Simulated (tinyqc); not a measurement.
From results back to parameters: band-to-band tunnelling across a p-n junction in a two-band chain. Three cases, with inputs chosen for the exercise.

Problem. In a uniform field T = exp(-B/F), B = (pi/4) sqrt(m/c) Eg^(3/2), c = hbar^2/2m0, 1 V/angstrom = 100 MV/cm. m is the band-edge mass, the same for both bands (twice the reduced mass). The ratio below comes from a hidden m.

Constants: hbar^2/2m0 = 3.80998211 eV angstrom^2.

Case 1.

Values chosen (out of a larger set: gap and mass near those of InSb; not measured data): Eg = 0.188 eV (gap); F1 = 1.03 MV/cm (first field); F2 = 3.14 MV/cm (second field).

ln(T2/T1) = 0.248627

Case 2.

Values chosen (out of a larger set: gap and mass near those of Ge (direct gap); not measured data): Eg = 0.819 eV (gap); F1 = 1.39 MV/cm (first field); F2 = 2.4 MV/cm (second field).

ln(T2/T1) = 1.823810

Case 3.

Values chosen (out of a larger set: gap and mass near those of InAs; not measured data): Eg = 0.377 eV (gap); F1 = 1.4 MV/cm (first field); F2 = 2.21 MV/cm (second field).

ln(T2/T1) = 0.378542

Find: B; m.

Solution. B is the logarithm over 1/F1 - 1/F2, and m = c (4B/pi)^2/Eg^3 with B in V/angstrom.

Case 1.

B = 0.381 MV/cm
m = 0.0135 m0

Case 2.

B = 6.024 MV/cm
m = 0.0408 m0

Case 3.

B = 1.446 MV/cm
m = 0.0241 m0

Computed by tinyqc, one run a case: `OMP_NUM_THREADS=1 python tinyqc.py N N+1 out.jsonl` with N = 1482672, 1482704, 1482763; one thread of a shared Intel(R) Xeon(R) Processor @ 2.30GHz, about 0.01 s a run at most.
